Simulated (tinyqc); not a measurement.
Minority carriers and saturation current of a heavily doped emitter: approximations to the Fermi level.

n-type, parabolic bands, full ionisation. eta = (EF - Ec)/kB T solves N = Nc F12(eta), F12(x) = (2/sqrt(pi)) int_0^infinity sqrt(u)/(1 + exp(u - x)) du. The gap shrinks rigidly by dEg = E1 [ln(N/N0) + sqrt(ln^2(N/N0) + 0.5)], an empirical law that is here taken as the true narrowing.

With u = N/Nc: Boltzmann ln u; Joyce-Dixon ln u + 0.353553 u - 4.95009e-3 u^2 + 1.48386e-4 u^3 - 4.42563e-6 u^4; degenerate limit (3 sqrt(pi) u/4)^(2/3). The Einstein ratio is D/(mu Vt) = F12/Fm, Fm(x) = dF12/dx = (1/sqrt(pi)) int_0^infinity u^(-1/2)/(1 + exp(u - x)) du.

Inputs (values chosen for the exercise): conduction-band density of states at 350 K Nc = 3.59e19 cm^-3.

Approximations to the Fermi level:

| N (cm^-3) | N/Nc | eta | Boltzmann | Joyce-Dixon | degenerate | D/(mu Vt) |
|---|---|---|---|---|---|---|
| 1.7e18 | 0.04735 | -3.033 | -3.050 | -3.033 | 0.1582 | 1.017 |
| 4.5e18 | 0.1253 | -2.032 | -2.077 | -2.032 | 0.3028 | 1.044 |
| 1.2e19 | 0.3343 | -0.9782 | -1.096 | -0.9782 | 0.5823 | 1.117 |
| 3.1e19 | 0.8635 | 0.1549 | -0.1468 | 0.1549 | 1.096 | 1.298 |
| 8e19 | 2.228 | 1.566 | 0.8013 | 1.566 | 2.063 | 1.743 |
| 2.1e20 | 5.850 | 3.690 | 1.766 | 3.690 | 3.925 | 2.801 |
| 5.5e20 | 15.32 | 7.344 | 2.729 | 7.274 | 7.458 | 5.053 |
| 1.4e21 | 39.00 | 13.84 | 3.663 | 8.488 | 13.90 | 9.309 |

Boltzmann is within 0.1 of eta up to N/Nc = 0.13, Joyce-Dixon within 0.01 up to 5.8, and the degenerate limit is off by 0.060 in the last row. The Einstein ratio rises from 1.02 to 9.31: degenerate carriers diffuse faster for the same mobility.

Range of the model: Band tails, non-parabolic bands and incomplete ionisation are left out.

Computed by the program tinyqc: `OMP_NUM_THREADS=1 python tinyqc.py 2330032 2330033 out.jsonl`, one thread of a shared Intel Xeon 2.30GHz, about 0.01 s for the whole run.
